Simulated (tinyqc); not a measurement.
Millisecond and nanosecond annealing: surface heating, thermal budget and solid-phase regrowth: one step, computed by the program tinyqc. Command: `OMP_NUM_THREADS=1 python tinyqc.py 3017010 3017011 out.jsonl flash walk`. One thread of a shared host (Intel(R) Xeon(R) Processor @ 2.30GHz), about 0.02 s of CPU time with the checks.

A square pulse heats the surface of a thick wafer with constant thermal properties; losses by radiation are neglected and silicon melts at 1414 C.

Task: Thermal budget. Absorbed flux q = (1 - R) fluence/t_p; kappa = k/c. With f(z, t) = (2 q/k) sqrt(kappa t) ierfc(z/(2 sqrt(kappa t))), ierfc(x) = exp(-x^2)/sqrt(pi) - x erfc(x): T = T0 + f(z, t) during the pulse and T0 + f(z, t) - f(z, t - t_p) after it. Temperatures in kelvin are T(C) + 273.15. Integrate exp(-E/(k_B T(t))) at the surface from 0 to 10 t_p (Gauss-Legendre, 60 points in sqrt(t) up to t_p and 60 in sqrt(t - t_p) after it). (Dt) = D0 x integral with E; regrowth = v0 x integral with E_v; effective time = integral/exp(-E/(k_B T_peak)).

Inputs (values chosen for the exercise, modelled on hot silicon with arsenic):
```
quantity                      value        unit
incident fluence               20.6      J/cm^2
pulse length t_p             0.0022           s
reflectance R                  0.43           -
thermal conductivity k         0.25    W/(cm K)
heat capacity per volume c     2.38  J/(cm^3 K)
preheat temperature T0          800           C
dopant prefactor D0            8.29      cm^2/s
dopant activation energy E     3.97          eV
regrowth prefactor v0       5.9e+08        cm/s
regrowth energy E_v             2.7          eV
amorphous layer                  51          nm
```

Source: flash lamp.

peak temperature = 1166.208 C

Constants: k_B = 8.617333262e-05 eV/K.

Give: budget (Dt); diffusion length 2 sqrt(Dt); effective time over t_p; possible regrowth.

Result:

budget (Dt) = 5.752e-17 cm^2

diffusion length 2 sqrt(Dt) = 0.1517 nm

effective time over t_p = 0.2508

possible regrowth = 1906 nm

Caution: equilibrium diffusivities are used; implant damage enhances diffusion, and k and c vary with temperature. Caution: the peak lies above 1150 C, and amorphous silicon melts some 200 to 250 K below the crystal, so a layer that has not regrown before the peak may melt instead. Caution: at this preheat temperature the layer would already regrow within five seconds or less before the pulse. Caution: a diffusion length below the atomic spacing of 0.235 nm means about one jump per atom or fewer, so the profile does not change measurably.
